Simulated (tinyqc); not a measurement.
From results back to parameters: quantum-confined Stark effect in a modulator well. Three cases, with inputs chosen for the exercise.

Problem. The shift of E_e + E_h was computed from a hidden field.

Envelopes on cells of 0.5 angstrom over the well |z| < L/2 and 45 angstrom of barrier on each side, psi = 0 beyond, psi'/m continuous (mean mass between points), c = hbar^2/2m0. The electron sees + e F z and the hole - e F z, each with its offset in the barriers; 1 kV/cm = 1e-5 eV/angstrom. Light holes, band mixing and escape by tunnelling are left out.

Constants: hbar^2/2m0 = 3.80998211 eV angstrom^2.

Find: F; local exponent d ln(shift)/d ln F.

Method. The shift grows steadily in size with F, so bisection finds one value; its slope is -e times the separation of the carriers.

Case 1.

Values chosen (near those of an InGaAsP well in InP; shifted at random, so the results belong to these values and not to a real crystal): L = 116 angstrom (well width); Vc = 0.189 eV (conduction offset); Vv = 0.296 eV (heavy-hole offset); me = 0.0496 m0 (electron, well); meb = 0.0787 m0 (electron, barrier); mh = 0.373 m0 (heavy hole along z, well); mhb = 0.482 m0 (heavy hole, barrier).

shift = -12.269 meV

Solution.

F = 59.0 kV/cm
local exponent d ln(shift)/d ln F = 1.78

Case 2.

Values chosen (near those of a Ge well in SiGe, direct gap; shifted at random, so the results belong to these values and not to a real crystal): L = 124 angstrom (well width); Vc = 0.356 eV (conduction offset); Vv = 0.114 eV (heavy-hole offset); me = 0.0412 m0 (electron, well); meb = 0.0531 m0 (electron, barrier); mh = 0.209 m0 (heavy hole along z, well); mhb = 0.219 m0 (heavy hole, barrier).

shift = -5.693 meV

Solution.

F = 39.0 kV/cm
local exponent d ln(shift)/d ln F = 1.88

Case 3.

Values chosen (near those of an InGaAsP well in InP; shifted at random, so the results belong to these values and not to a real crystal): L = 62 angstrom (well width); Vc = 0.184 eV (conduction offset); Vv = 0.311 eV (heavy-hole offset); me = 0.0485 m0 (electron, well); meb = 0.0769 m0 (electron, barrier); mh = 0.343 m0 (heavy hole along z, well); mhb = 0.479 m0 (heavy hole, barrier).

shift = -3.548 meV

Solution.

F = 77.0 kV/cm
local exponent d ln(shift)/d ln F = 1.98

Computed by tinyqc, one run a case: `OMP_NUM_THREADS=1 python tinyqc.py N N+1 out.jsonl` with N = 1281988, 1282051, 1282134; one thread of a shared Intel(R) Xeon(R) Processor @ 2.30GHz, about 0.2 s a run at most.
